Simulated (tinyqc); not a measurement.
Worked calculation: Pariser-Parr-Pople SCF with singles CI, for the molecule [CH2+]c1ccccc1 (SMILES; centres numbered as the heavy atoms are written). Computed by tinyqc, a small Python program that keeps every step. Settings: charge = 1, gamma = MN, start = huckel, damping = 0, iteration cap = 56, excitations kept = 6. Command: `OMP_NUM_THREADS=1 python tinyqc.py 30152 30153 out.jsonl` (the two numbers bound the seeds that draw the settings). One thread of a shared host (Intel(R) Xeon(R) Processor @ 2.60GHz), about 0.01 s of CPU time with the checks. Later iterations appear only in the table of the cycle.

## PPP integrals

Centres (angstrom, eV; a flat drawing with bonds scaled to 1.40 angstrom):
```
centre        x        y  core charge z        W  gamma_rr
1C       2.4000   0.0000              1  10.8100    9.7000
2C       1.0000   0.0000              1  10.8100    9.7000
3C       0.3000   1.2120              1  10.8100    9.7000
4C      -1.1000   1.2120              1  10.8100    9.7000
5C      -1.8000   0.0000              1  10.8100    9.7000
6C      -1.1000  -1.2120              1  10.8100    9.7000
7C       0.3000  -1.2120              1  10.8100    9.7000
```

Resonance integrals (eV):
```
i  j     beta
1  2  -2.3900
2  3  -2.3900
3  4  -2.3900
4  5  -2.3900
5  6  -2.3900
6  7  -2.3900
7  2  -2.3900
```

Mataga-Nishimoto: gamma = 14.399645/(R + a), a = 2 x 14.399645/(gamma_rr + gamma_ss); H_rr = -W_r - sum_(s != r) z_s gamma_rs; H_rs = beta for bonds.

repulsion gamma_rs (eV):
```
        1C      2C      3C      4C      5C      6C      7C
1C  9.7000  4.9921  3.6836  2.7753  2.5331  2.7753  3.6836
2C  4.9921  9.7000  4.9927  3.6836  3.3609  3.6836  4.9927
3C  3.6836  4.9927  9.7000  4.9921  3.6836  3.3615  3.6842
4C  2.7753  3.6836  4.9921  9.7000  4.9927  3.6842  3.3615
5C  2.5331  3.3609  3.6836  4.9927  9.7000  4.9927  3.6836
6C  2.7753  3.6836  3.3615  3.6842  4.9927  9.7000  4.9921
7C  3.6836  4.9927  3.6842  3.3615  3.6836  4.9921  9.7000
```

core matrix H (eV):
```
          1C        2C        3C        4C        5C        6C        7C
1C  -31.2531   -2.3900    0.0000    0.0000    0.0000    0.0000    0.0000
2C   -2.3900  -36.5156   -2.3900    0.0000    0.0000    0.0000   -2.3900
3C    0.0000   -2.3900  -35.2076   -2.3900    0.0000    0.0000    0.0000
4C    0.0000    0.0000   -2.3900  -34.2994   -2.3900    0.0000    0.0000
5C    0.0000    0.0000    0.0000   -2.3900  -34.0566   -2.3900    0.0000
6C    0.0000    0.0000    0.0000    0.0000   -2.3900  -34.2994   -2.3900
7C    0.0000   -2.3900    0.0000    0.0000    0.0000   -2.3900  -35.2076
```

## Starting guess

pi electrons, sum of z_r less the charge = 6

Orbitals of the Hueckel matrix of the beta values.

P at the start:
```
         1C       2C       3C       4C       5C       6C       7C
1C   0.4286   0.6350   0.2857  -0.1125  -0.2857  -0.1125   0.2857
2C   0.6350   1.0000   0.5226   0.0000  -0.2250   0.0000   0.5226
3C   0.2857   0.5226   0.8571   0.7050   0.1429  -0.2950  -0.1429
4C  -0.1125   0.0000   0.7050   1.0000   0.6350   0.0000  -0.2950
5C  -0.2857  -0.2250   0.1429   0.6350   0.8571   0.6350   0.1429
6C  -0.1125   0.0000  -0.2950   0.0000   0.6350   1.0000   0.7050
7C   0.2857   0.5226  -0.1429  -0.2950   0.1429   0.7050   0.8571
```

## Iteration 1: Fock matrix

F_rr = H_rr + P_rr gamma_rr / 2 + sum_(s != r) P_ss gamma_rs; F_rs = H_rs - P_rs gamma_rs / 2; E = tr P (H + F) / 2 + core repulsion sum_(r<s) z_r z_s gamma_rs.

F (eV):
```
          1C        2C       3C       4C       5C       6C       7C
1C  -10.1458   -3.9751  -0.5262   0.1561   0.3619   0.1561  -0.5262
2C   -3.9751  -10.7192  -3.6945   0.0000   0.3780   0.0000  -3.6945
3C   -0.5262   -3.6945  -9.8103  -4.1498  -0.2631   0.4958   0.2632
4C    0.1561    0.0000  -4.1498  -9.4525  -3.9753   0.0000   0.4958
5C    0.3619    0.3780  -0.2631  -3.9753  -9.1528  -3.9753  -0.2631
6C    0.1561    0.0000   0.4958   0.0000  -3.9753  -9.4525  -4.1498
7C   -0.5262   -3.6945   0.2632   0.4958  -0.2631  -4.1498  -9.8103
```

pi energy = -79.3974 eV

## Iteration 1: orbitals and new P

Diagonalise F (the basis is taken as orthonormal) and form P = 2 sum c c over the lowest orbitals.

orbital energies (eV): -17.9545  -15.2092  -14.4189  -8.8834  -5.1071  -4.7821  -2.1883

P after iteration 1:
```
         1C       2C       3C       4C       5C       6C       7C
1C   0.5194   0.7020   0.2758  -0.1333  -0.2977  -0.1333   0.2758
2C   0.7020   1.0151   0.4838  -0.0049  -0.1969  -0.0049   0.4838
3C   0.2758   0.4838   0.8659   0.7216   0.1860  -0.2762  -0.2008
4C  -0.1333  -0.0049   0.7216   0.9636   0.6189   0.0303  -0.2762
5C  -0.2977  -0.1969   0.1860   0.6189   0.8066   0.6189   0.1860
6C  -0.1333  -0.0049  -0.2762   0.0303   0.6189   0.9636   0.7216
7C   0.2758   0.4838  -0.2008  -0.2762   0.1860   0.7216   0.8659
```

## Iteration 2: Fock matrix

As before.

F (eV):
```
         1C        2C       3C       4C       5C       6C       7C
1C  -9.8958   -4.1422  -0.5079   0.1849   0.3770   0.1849  -0.5079
2C  -4.1422  -10.5437  -3.5978   0.0091   0.3309   0.0091  -3.5978
3C  -0.5079   -3.5978  -9.8162  -4.1911  -0.3425   0.4642   0.3699
4C   0.1849    0.0091  -4.1911  -9.6350  -3.9350  -0.0558   0.4642
5C   0.3770    0.3309  -0.3425  -3.9350  -9.4164  -3.9350  -0.3425
6C   0.1849    0.0091   0.4642  -0.0558  -3.9350  -9.6350  -4.1911
7C  -0.5079   -3.5978   0.3699   0.4642  -0.3425  -4.1911  -9.8162
```

pi energy = -79.5110 eV

## Iteration 2: orbitals and new P

As before.

orbital energies (eV): -17.9117  -15.3196  -14.5479  -8.6657  -5.2175  -4.7862  -2.3098

P after iteration 2:
```
         1C       2C       3C       4C       5C       6C       7C
1C   0.5368   0.7162   0.2754  -0.1308  -0.2943  -0.1308   0.2754
2C   0.7162   1.0170   0.4739  -0.0056  -0.1940  -0.0056   0.4739
3C   0.2754   0.4739   0.8581   0.7242   0.1930  -0.2737  -0.2070
4C  -0.1308  -0.0056   0.7242   0.9632   0.6175   0.0283  -0.2737
5C  -0.2943  -0.1940   0.1930   0.6175   0.8036   0.6175   0.1930
6C  -0.1308  -0.0056  -0.2737   0.0283   0.6175   0.9632   0.7242
7C   0.2754   0.4739  -0.2070  -0.2737   0.1930   0.7242   0.8581
```

## Convergence

Stop when output and input P, before any damping, agree to 1e-7.

Course of the cycle:
```
iteration      E (eV)  largest |P(out) - P(in)|
1          -79.397354                  9.08e-02
2          -79.511008                  1.74e-02
3          -79.515604                  3.98e-03
4          -79.516020                  1.14e-03
5          -79.516063                  3.55e-04
6          -79.516067                  1.14e-04
7          -79.516068                  3.72e-05
8          -79.516068                  1.23e-05
9          -79.516068                  4.09e-06
10         -79.516068                  1.37e-06
11         -79.516068                  4.88e-07
12         -79.516068                  1.85e-07
13         -79.516068                  7.07e-08
```

Converged in 13 iterations.

## Converged orbitals

Charges are z - P_rr.

orbital energies (eV): -17.9162  -15.3340  -14.5838  -8.6325  -5.2475  -4.7891  -2.3366

coefficients:
```
       MO1      MO2      MO3      MO4      MO5      MO6      MO7
1C  0.3077  -0.4201   0.0000   0.7296   0.0000  -0.4055  -0.1793
2C  0.5474  -0.4580   0.0000  -0.0825   0.0000   0.5578   0.4154
3C  0.4004  -0.0342   0.5154  -0.3889  -0.4841  -0.1883  -0.3896
4C  0.3157   0.3848   0.4841   0.0255   0.5154  -0.2932   0.4070
5C  0.2927   0.5614   0.0000   0.3963   0.0000   0.5307  -0.4005
6C  0.3157   0.3848  -0.4841   0.0255  -0.5154  -0.2932   0.4070
7C  0.4004  -0.0342  -0.5154  -0.3889   0.4841  -0.1883  -0.3896
```

pi charges: 1C 0.4577, 2C -0.0189, 3C 0.1458, 4C 0.0357, 5C 0.1982, 6C 0.0357, 7C 0.1458

## Singles CI, singlets

Over the 6 single excitations with the smallest orbital gaps: A = (e_a - e_i) delta + 2 (ia|jb) - (ij|ab), with (pq|rs) = sum c_mp c_mq gamma_mn c_nr c_ns. f = 2/3 w |mu|^2 in atomic units, mu = sqrt2 sum c_ia sum_m c_mi c_ma R_m.

singlet CI matrix (eV):
```
         3>4     2>4     1>4     3>5      3>6      2>5
3>4   2.7759  0.0000  0.0000  0.0000   0.1379  -0.3821
2>4   0.0000  4.2292  0.0839  0.3985   0.0000   0.0000
1>4   0.0000  0.0839  5.9627  0.2350   0.0000   0.0000
3>5   0.0000  0.3985  0.2350  6.4122   0.0000   0.0000
3>6   0.1379  0.0000  0.0000  0.0000   6.2658  -0.5630
2>5  -0.3821  0.0000  0.0000  0.0000  -0.5630   6.5904
```

singlet excitation energies (eV): 2.7361  4.1578  5.8467  5.8656  6.5807  7.0494

oscillator strengths: 0.0730  0.6976  0.0206  0.2225  0.6665  0.7922

## Singles CI, triplets

Over the 6 single excitations with the smallest orbital gaps: A = (e_a - e_i) delta - (ij|ab), with (pq|rs) = sum c_mp c_mq gamma_mn c_nr c_ns.

triplet CI matrix (eV):
```
         3>4      2>4      1>4      3>5      3>6      2>5
3>4   1.8375   0.0000   0.0000   0.0000  -0.4660  -0.1032
2>4   0.0000   2.1863   0.6640  -0.1032   0.0000   0.0000
1>4   0.0000   0.6640   4.6903  -0.5943   0.0000   0.0000
3>5   0.0000  -0.1032  -0.5943   3.9068   0.0000   0.0000
3>6  -0.4660   0.0000   0.0000   0.0000   5.3747   0.2939
2>5  -0.1032   0.0000   0.0000   0.0000   0.2939   5.5942
```

triplet excitation energies (eV): 1.7760  2.0201  3.6159  5.1474  5.2001  5.8303
